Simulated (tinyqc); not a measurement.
Inside a calculation. Method: tight binding, honeycomb lattice. Computed by tinyqc, a small Python program that keeps every step. Settings: t1 = 0.97, t2 = 0.22, phi = 0, delta = 0, points = 6. Command: `OMP_NUM_THREADS=1 python tinyqc.py 21537 21538 out.jsonl` (the two numbers bound the seeds that draw the settings). One thread of a shared host (Intel(R) Xeon(R) Processor @ 2.60GHz), about 0.01 s of CPU time with the checks.

## Bloch Hamiltonian at k

Parameters chosen for this model:
```
parameter,value,unit
t1,0.970000,"eV, nearest"
t2,0.220000,"eV, second neighbours"
phi,0,"rad, phase of t2 (Haldane)"
delta,0,"eV, +/- on A and B"
```

k point k (fractions of the reciprocal vectors): -0.07000  -0.11000

H_AB = -t1 (1 + exp(-i k.a1) + exp(-i k.a2)); H_AA = delta - 2 t2 sum cos(k.b + phi), H_BB = -delta - 2 t2 sum cos(k.b - phi), b = a1, a2 - a1, -a2.

H(k) at k (eV):
```
,A,B
A,-1.16333,-2.59508-1.03131i
B,-2.59508+1.03131i,-1.16333
```

## Levels at k

Diagonalise the Hermitian matrix.

eigenvalues (eV): -3.95582  1.62917

weights |c|^2 of the basis functions:
```
,band 1,band 2
A,0.50000,0.50000
B,0.50000,0.50000
```

## Bloch Hamiltonian at K

k point K (fractions of the reciprocal vectors): 0.33333  0.66667

As before.

H(k) at K (eV):
```
,A,B
A,0.66000,0.00000
B,0.00000,0.66000
```

## Levels at K

As before.

eigenvalues (eV): 0.66000  0.66000

## Bands along a path

The same steps at evenly spaced points between the labelled ones.

Bands along the path (eV):
```
k,band 1,band 2
G,-4.23000,1.59000
G-K 0.33,-3.20665,1.70560
G-K 0.67,-1.04622,1.56753
K,0.66000,0.66000
K-M 0.33,0.08159,1.11384
K-M 0.67,-0.36313,1.34287
M,-0.53000,1.41000
M-K' 0.33,-0.36313,1.34287
M-K' 0.67,0.08159,1.11384
K',0.66000,0.66000
```

With 1 band(s) filled, the highest filled level on these points lies at K and the lowest empty one at K: the bands touch or overlap, so there is no gap.
